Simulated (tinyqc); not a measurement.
Inside a calculation. Model: decay of LO phonons and the hot-phonon bottleneck in the cooling of electrons. Computed by tinyqc, a small Python program that keeps every step. Command: `OMP_NUM_THREADS=1 python tinyqc.py 3019406 3019407 out.jsonl hotphonon walk`. One thread of a shared host (Intel(R) Xeon(R) Processor @ 2.30GHz), about 0.01 s of CPU time with the checks. Intermediate numbers are printed to about 5 digits and carried at full precision; extremes and crossings named in words are read from the listed rows.

n(E, T) = 1/(exp(E/(k_B T)) - 1) is the Bose occupation. Electrons have a temperature T_e; the LO modes within their reach share one occupation N; the decay products stay at the lattice temperature.

Inputs (values chosen for the exercise, modelled on zinc oxide):

| quantity | value | unit |
|---|---|---|
| LO energy hbar omega | 71.5 | meV |
| lifetime at T = 0, tau_0 | 2.1 | ps |
| share f of the energy in the softer product | 0.24 | - |
| lattice temperature T | 77 | K |
| electron mass m* | 0.271 | m_0 |
| eps_inf | 3.71 | - |
| static dielectric constant eps_s | 8.44 | - |
| electron density n | 9.9e+17 | 1/cm^3 |
| density of LO modes that the electrons reach, N_m | 8.2e+19 | 1/cm^3 |
| power supplied per electron P | 0.6 | nW |
| step factor | 0.02 | - |

Decay channel: two unequal phonons (Ridley).

Constants: k_B = 8.617333262e-05 eV/K; c = 299792458 m/s; e^2/(4 pi eps_0) = 14.39964548 eV angstrom; hbar^2/(2 m_0) = 3.80998212 eV angstrom^2; hbar = 6.582119569e-16 eV s; e = 1.602176634e-19 C.

## Lifetime and Raman width

Decay rate 1/tau = (1/tau_0) [1 + n(f hbar omega) + n((1 - f) hbar omega)]. Full width Gamma = 1/(2 pi c tau) in 1/cm, c in cm/s.

thermal factor tau_0/tau = 1.0817

phonon lifetime tau = 1.9414 ps

Raman width Gamma = 2.7346 1/cm

equilibrium LO occupation N_0 = 2.0903e-05

Spontaneous decay rules: the products are hardly occupied.

## Spontaneous emission time

Froehlich coupling alpha = (e^2/(4 pi eps_0)) (1/eps_inf - 1/eps_s) k_0/(2 hbar omega), k_0 = sqrt(m* hbar omega/(hbar^2/(2 m_0))); emission time tau_sp = hbar/(2 alpha hbar omega); bottleneck ratio r = (n/N_m) tau/tau_sp.

alpha = 1.0848

emission time tau_sp = 4.2432 fs

bottleneck ratio r = 5.5237

r compares the rate at which electrons exchange quanta with a mode to its decay rate. Exchange outruns decay, so a hot population builds up if the power is high enough. Caution: alpha is above 1/2, so hbar/tau_sp exceeds hbar omega and the emission time, a weak-coupling result, is only rough.

## Electron and phonon temperatures in closed form

Net emission per electron: [(N + 1) x - N]/tau_sp with x = exp(-hbar omega/(k_B T_e)), a simple two-level balance; steady state of the modes: n [(N + 1) x - N]/tau_sp = N_m (N - N_0)/tau; power per electron P = hbar omega [(N + 1) x - N]/tau_sp. With p = P tau_sp/(hbar omega): N = N_0 + r p and x = (p + N)/(N + 1); without hot phonons N = N_0. The mode temperature T_LO solves n(hbar omega, T_LO) = N.

reduced power p = 2.2224e-04

LO occupation N = 0.0012485

electron temperature T_e = 127.20 K

T_e without hot phonons = 99.704 K

mode temperature T_LO = 124.08 K

Hot phonons raise T_e by 27 K. T_LO lies close to T_e: electrons and LO modes form one hot system, cooled only by the decay.

## The same balance by iteration

Eliminating N gives P(T_e) = (hbar omega/tau_sp) [(N_0 + 1) x - N_0]/[1 + r (1 - x)]. Newton steps on ln P against ln T_e, times the step factor, each limited to 0.7 in ln T_e and to keeping a fifth of T_e - T; start at 1.5 T; stop when |ln(P/P(T_e))| < 1e-9 or after 40 steps.

Iterations:

| step | T_e (K) | P(T_e) (nW) | ln(P/P(T_e)) |
|---|---|---|---|
| 0 | 115.50 | 0.30558 | 0.67473 |
| 1 | 115.71 | 0.30972 | 0.66125 |
| 2 | 115.92 | 0.31384 | 0.64804 |
| 3 | 116.12 | 0.31793 | 0.63509 |
| 4 | 116.32 | 0.32199 | 0.62240 |
| 5 | 116.52 | 0.32602 | 0.60996 |
| 6 | 116.72 | 0.33002 | 0.59778 |
| 7 | 116.91 | 0.33399 | 0.58583 |
| 8 | 117.10 | 0.33792 | 0.57413 |
| ... | ... | ... | ... |
| 31 | 120.64 | 0.41824 | 0.36088 |
| 32 | 120.77 | 0.42127 | 0.35366 |
| 33 | 120.89 | 0.42425 | 0.34660 |
| 34 | 121.01 | 0.42720 | 0.33967 |
| 35 | 121.12 | 0.43011 | 0.33288 |
| 36 | 121.24 | 0.43299 | 0.32622 |
| 37 | 121.35 | 0.43582 | 0.31970 |
| 38 | 121.46 | 0.43861 | 0.31331 |
| 39 | 121.57 | 0.44137 | 0.30705 |

converged (1 yes, 0 no) = 0

T_e from the iteration = 121.68 K

Not converged: the residual falls at every step, but slowly, by a factor of about 0.980 a step. Near the root each step multiplies the error by 1 - (step factor) = 0.98.

Reruns converge with step factor = 1.0; or with step factor = 0.7.
